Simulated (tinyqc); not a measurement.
# Semiconductor laser, carrier and photon rate equations: several studies

Carrier density N and photon density S in one mode: dN/dt = F1 = eta I/(q V) - (A N + B N^2 + C N^3) - vg g S; dS/dt = F2 = G vg g S + G be B N^2 - S/tp, with g = g0 ln(N/Ntr)/(1 + ec S). Output power P = Fo Eph S V/(G tp). No heating, no carrier transport.

Values chosen for this exercise:
- V = 2.2e-11 cm^3 (active volume)
- G = 0.058 (confinement factor)
- vg = 7.37e9 cm/s (group velocity)
- g0 = 1900 1/cm (gain coefficient)
- Ntr = 2e18 cm^-3 (transparency density)
- ec = 6.9e-18 cm^3 (gain compression)
- tp = 3.8 ps (photon lifetime)
- A = 4.8e7 1/s (defect recombination coefficient)
- B = 7.2e-11 cm^3/s (radiative coefficient)
- C = 1.4e-29 cm^6/s (Auger coefficient)
- be = 5.9e-5 (share of spontaneous emission into the mode)
- eta = 0.88 (injection efficiency)
- Fo = 0.39 (share of cavity losses that is output)
- Eph = 1.46 eV (photon energy)
- I = 11 mA (drive current)

Constants: q = 1.602176634e-19 C. Results are converted to the units shown.

Each table varies one quantity; the others keep the values above.

## Modulation bandwidth against current

gth = 1/(G vg tp), Nth = Ntr exp(gth/g0), Ith = q V (A Nth + B Nth^2 + C Nth^3)/eta. N and S are the steady state (F1 = F2 = 0, S > 0). Jacobian, with a = g0/(N (1 + ec S)) and d = g/(1 + ec S): J11 = -(A + 2 B N + 3 C N^2) - vg a S, J12 = -vg d, J21 = G vg a S + 2 G be B N, J22 = G vg d - 1/tp. wR^2 = det J, gamma = -trace J, fR = wR/(2 pi); the response wR^2/(wR^2 - w^2 + i gamma w) falls to 1/sqrt(2) at w^2 = x + sqrt(x^2 + wR^4), x = wR^2 - gamma^2/2 (f3dB = w/(2 pi)).

The same in every row: Ith (mA) = 3.923.

Modulation bandwidth against current:
```
I (mA)  P (mW)  fR (GHz)  gamma (1/ns)  f3dB (GHz)
5.1     0.5894     1.479         1.242       2.290
7.5      1.791     2.575         2.128       3.989
11       3.543     3.619         3.441       5.601
17       6.546     4.912         5.687       7.587
24       10.05     6.076         8.293       9.362
36       16.06     7.657         12.72       11.75
54       25.07     9.525         19.27       14.53
79       37.58     11.59         28.20       17.53
120      58.10     14.27         42.39       21.29
```

Read the table: what changes, and by how much?

As I goes from 5.1 to 120 mA, fR rises from 1.48 to 14.3 GHz, gamma rises from 1.24 to 42.4 1/ns and f3dB rises from 2.29 to 21.3 GHz. Against I - Ith, fR goes with exponent 0.50 at the start and 0.48 at the end (1/2 without compression). The slope of gamma against fR^2 between the third and fourth rows, the K factor, is 0.204 ns. For I = 54 to 120 mA the current exceeds 12 Ith, where heating, left out here, usually rolls the output over.

## Effect of the photon lifetime on threshold and bandwidth

Same model as above.

Effect of the photon lifetime on threshold and bandwidth:
```
tp (ps)  Ith (mA)  P (mW)  fR (GHz)  gamma (1/ns)  f3dB (GHz)
1.9         8.086   1.457     1.979         1.841       3.062
2.7         5.240   2.882     3.059         2.502       4.738
3.8         3.923   3.543     3.619         3.441       5.601
5.4         3.192   3.909     3.985         4.837       6.151
7.6         2.777   4.118     4.223         6.783       6.485
11          2.501   4.256     4.395         9.805       6.676
15          2.351   4.331     4.492         13.35       6.701
```

As tp goes from 1.9 to 15 ps, Ith falls from 8.09 to 2.35 mA, fR rises from 1.98 to 4.49 GHz, gamma rises from 1.84 to 13.4 1/ns and f3dB rises from 3.06 to 6.70 GHz.

## Effect of the Auger coefficient on threshold and bandwidth

Same model as above.

Effect of the Auger coefficient on threshold and bandwidth:
```
C (cm^6/s)  Ith (mA)  P (mW)  fR (GHz)  gamma (1/ns)  f3dB (GHz)
1.4e-30        2.856   4.078     3.881         3.552       6.008
2.7e-30        2.966   4.023     3.855         3.541       5.968
5.2e-30        3.177   3.917     3.804         3.519       5.888
9.9e-30        3.576   3.717     3.707         3.477       5.737
1.9e-29        4.346   3.330     3.510         3.396       5.430
3.6e-29        5.786   2.608     3.108         3.245       4.805
7e-29          8.666   1.166     2.081         2.948       3.205
```

As C goes from 1.4e-30 to 7e-29 cm^6/s, Ith rises from 2.86 to 8.67 mA, fR falls from 3.88 to 2.08 GHz, gamma falls from 3.55 to 2.95 1/ns and f3dB falls from 6.01 to 3.20 GHz.

Computed by the program tinyqc: `OMP_NUM_THREADS=1 python tinyqc.py 2840006 2840007 out.jsonl`, one thread of a shared Intel Xeon 2.30GHz, about 0.01 s for the whole run.
